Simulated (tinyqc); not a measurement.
# Thin film between two gates, subbands and threshold shift from confinement: effects of single changes

Undoped body with a flat potential across it, hard walls, transport along x. Three valley pairs (g = 2 each) with the longitudinal mass along x, y or z. Non-parabolicity enters the subband edges through E (1 + al E) = gamma, so E = 2 gamma/(1 + sqrt(1 + 4 al gamma)); motion within a subband is taken as parabolic with the band-edge mass. Energies are counted from the bulk band edge.

Inputs (values chosen for the exercise); masses close to those of silicon:
```
symbol,value,unit,meaning
T,77,K,temperature
ml,0.913,m0,longitudinal mass
mt,0.187,m0,transverse mass
al,0,1/eV,non-parabolicity
t,2.1,nm,film thickness (along z)
dl,0.2,nm,widening of the box by penetration into the insulator
Cg,1.9,uF/cm^2,gate capacitance per area of interface
```

Constants: q = 1.602176634e-19 C, kB = 1.380649e-23 J/K, hbar = 1.054571817e-34 J s, m0 = 9.1093837015e-31 kg, Vt = kB T/q, hbar^2/(2 m0) = 0.0380998212 eV nm^2. Results are converted to the units shown.

Each table varies one quantity; the others keep the values above.

## Confinement against the film thickness

gamma = C (pi k/(t + dl))^2/mz, C = hbar^2/(2 m0). Each subband has N_k = g sqrt(mx my) m0 kB T/(pi hbar^2); without degeneracy n = exp(EF/Vt) sum N_k exp(-E_k/Vt). Classical value Nc times t, Nc = sum over valleys of 2 g (m m0 kB T/(2 pi hbar^2))^1.5 with m = (mx my mz)^(1/3). Threshold shift dVT = Vt ln(classical value/sum N_k exp(-E_k/Vt)). With degeneracy n = sum N_k F((EF - E_k)/Vt), F(x) = ln(1 + exp(x)); gate: Vg = EF + q n/(Cg P), P = 2 (both faces), summed over the 60 lowest subbands at most, with Vg counted from the value that would put EF at the bulk band edge of an empty body. The last two columns are for Vg = 0.7 V; sensitivity d(dVT)/dt by central differences between 0.99 and 1.01 times the value.

Result of one run:

| t (nm) | E_1 (meV) | gap to the next edge (meV) | dVT (mV) | sensitivity (mV/nm) | n/P (cm^-2) | share of the lowest subband (%) |
|---|---|---|---|---|---|---|
| 3.6 | 28.52 | 85.57 | 29.81 | -13.17 | 6.961e12 | 94.80 |

What becomes of these results when the film thickness (along z) t is changed from 3.6 to 20 nm, all else the same?

Result of the changed run:

| t (nm) | E_1 (meV) | gap to the next edge (meV) | dVT (mV) | sensitivity (mV/nm) | n/P (cm^-2) | share of the lowest subband (%) |
|---|---|---|---|---|---|---|
| 20 | 1.009 | 3.028 | 3.296 | -0.2134 | 8.122e12 | 14.28 |

The whole series:

| t (nm) | E_1 (meV) | gap to the next edge (meV) | dVT (mV) | sensitivity (mV/nm) | n/P (cm^-2) | share of the lowest subband (%) |
|---|---|---|---|---|---|---|
| 2 | 85.10 | 255.3 | 82.49 | -74.05 | 6.331e12 | 100.0 |
| 2.7 | 48.97 | 146.9 | 48.36 | -31.32 | 6.703e12 | 100.0 |
| 3.6 | 28.52 | 85.57 | 29.81 | -13.17 | 6.961e12 | 94.80 |
| 4.7 | 17.15 | 51.46 | 20.21 | -5.605 | 7.335e12 | 68.53 |
| 6.3 | 9.748 | 29.24 | 14.58 | -2.221 | 7.660e12 | 45.20 |
| 8.4 | 5.569 | 16.71 | 10.99 | -1.448 | 7.855e12 | 31.91 |
| 11 | 3.283 | 9.850 | 7.748 | -1.024 | 7.969e12 | 24.40 |
| 15 | 1.783 | 5.348 | 4.887 | -0.4723 | 8.057e12 | 18.62 |
| 20 | 1.009 | 3.028 | 3.296 | -0.2134 | 8.122e12 | 14.28 |

As t grows from 2 to 20 nm, E_1 falls from 85.1 to 1.01 meV and dVT falls from 82.5 to 3.30 mV. E_1 goes as t^(-1.84) at the thin end (-2 for a parabolic band without penetration); a thickness error of 0.2 nm moves the threshold by 15 mV in the first row and 0.043 mV in the last. The charge per interface area rises from 6.33e12 to 8.12e12 cm^-2. For t = 2, 2.7 the body is too thin for bulk effective masses to be reliable. In every row the charge in the last two columns would bend the potential across the body by some 30 mV or more, which is left out.

## Charge and subband filling against gate voltage

Same model as above.

Each subband has N_k = g sqrt(mx my) m0 kB T/(pi hbar^2). Cq = q dn/dEF.

Charge and subband filling against gate voltage:

| Vg (V) | EF - E_1 (eV) | n (cm^-2) | n/P (cm^-2) | share of the lowest subband (%) | Cq/(Cg P) | total C/(Cg P) |
|---|---|---|---|---|---|---|
| -0.07 | -0.1479 | 217.9 | 108.9 | 100.0 | 1.384e-9 | 1.384e-9 |
| 0.05 | -0.02845 | 1.414e10 | 7.069e9 | 100.0 | 0.08923 | 0.08192 |
| 0.18 | 0.01267 | 2.122e12 | 1.061e12 | 100.0 | 5.737 | 0.8516 |
| 0.3 | 0.02921 | 4.576e12 | 2.288e12 | 100.0 | 6.507 | 0.8668 |
| 0.43 | 0.04641 | 7.251e12 | 3.626e12 | 100.0 | 6.581 | 0.8681 |
| 0.55 | 0.06223 | 9.722e12 | 4.861e12 | 100.0 | 6.587 | 0.8682 |
| 0.68 | 0.07936 | 1.240e13 | 6.200e12 | 100.0 | 6.587 | 0.8682 |
| 0.8 | 0.09518 | 1.487e13 | 7.435e12 | 100.0 | 6.587 | 0.8682 |
| 0.93 | 0.1123 | 1.755e13 | 8.774e12 | 100.0 | 6.587 | 0.8682 |

What does the table show?

EF passes E_1 = 0.0779 eV at Vg = 0.108 V. The share of the lowest subband stays at 100 % and the total capacitance rises from 1.38e-9 to 0.868 of Cg P. Between the last two rows 13 % of the added gate voltage goes into raising EF. For Vg = 0.55, 0.68, 0.8, 0.93 the charge would bend the potential across the body by some 30 mV or more, which is left out.

Numbers from tinyqc (`OMP_NUM_THREADS=1 python tinyqc.py 2350122 2350123 out.jsonl`; about 0.07 s on one thread of a shared Intel Xeon 2.30GHz).
